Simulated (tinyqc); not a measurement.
Surface orientation and number of bands: six-band hole subbands of a thin body in a field.

Basis X, Y, Z times spin, hole energies counted downwards from the unstrained edge (the hydrostatic shift is left out), c = hbar^2/2m0. For a symmetric tensor T let C(T) have C_XX = L Txx + M (Tyy + Tzz), C_XY = N Txy (cyclic), L = c (g1 + 4 g2), M = c (g1 - 2 g2), N = 6 c g3. k = q + kz n, n the unit normal, q = k1 u + k2 v with u along the channel [1-10] and v = n x u. H = C(k k^T) + (Dso/3)(1 - L.sigma) - B + e F z with (L_k)_ij = -i epsilon_kij; B is the block C built from the traceless strain with 2b, -b and sqrt(3) d in place of L, M, N. Strain: exx = eyy = (s11 + s12) sx/2, ezz = s12 sx, exy = -s44 sx/4. Hard walls at z = 0 and t; basis sin(j pi z/t), j = 1 to Nz: kz^2 = (j pi/t)^2, kz = -i D with D_jl = 4 j l/(t (j^2 - l^2)), z_jj = t/2 and z_jl = -8 t j l/(pi (j^2 - l^2))^2 for j + l odd; 1 MV/cm = 0.01 eV/angstrom.

Nz = 14. E1 is the top subband at q = 0, gap the distance to the next pair, and the masses are c q^2/(E(q) - E1) at |q| = 0.02 1/angstrom (mean of the spin pair) along the channel [1-10] and across it in the plane; a dash marks a band that does not rise.

Constants: hbar^2/2m0 = 3.80998211 eV angstrom^2.

Values chosen for the exercise (near those of a p-type Ge channel; shifted at random, so the results belong to these values and not to a real crystal): g1 = 13.33 (Luttinger gamma1); g2 = 4.25 (gamma2); g3 = 5.69 (gamma3); Dso = 0.287 eV (spin-orbit splitting); b = -2.57 eV (tetragonal potential); d = -5.36 eV (trigonal potential); S = (9.83, -2.67, 15.17) 1/TPa (compliances s11, s12, s44); t = 35 angstrom (body thickness); F = 0 MV/cm (field across the body); sx = -0.5 GPa (stress along the channel [1-10], negative in compression).

Three faces, six bands; and four bands, with Dso set to 1000 eV.

Results:
```
case,E1 (meV),gap (meV),m channel,m across
(001) 6 bands,138.4,170.0,0.067,0.104
(001) 4 bands,140.0,444.9,0.071,0.075
(110) 6 bands,41.2,74.4,0.038,0.138
(110) 4 bands,73.4,239.2,0.052,0.077
(111) 6 bands,51.8,177.2,0.058,0.089
(111) 4 bands,53.8,179.7,0.059,0.061
```

With six bands the top subband is shallowest on (110) (41.2 meV) and deepest on (001). Without the stress E1 would be 148.3, 59.6 and 59.9 meV, so the stress moves it by -9.8, -18.5 and -8.1 meV. The lightest channel mass is on (110) (0.038 m0). Dropping the split-off band moves E1 by 1.6, 32.2 and 2.0 meV and the gap by 274.9, 164.8 and 2.5 meV on the three faces, with Dso = 287 meV.

Computed by tinyqc, a small Python program: `OMP_NUM_THREADS=1 python tinyqc.py 1251533 1251534 out.jsonl` (the numbers bound the seed that draws the inputs); one thread of a shared host (Intel(R) Xeon(R) Processor @ 2.30GHz), about 0.6 s for the whole set of steps.
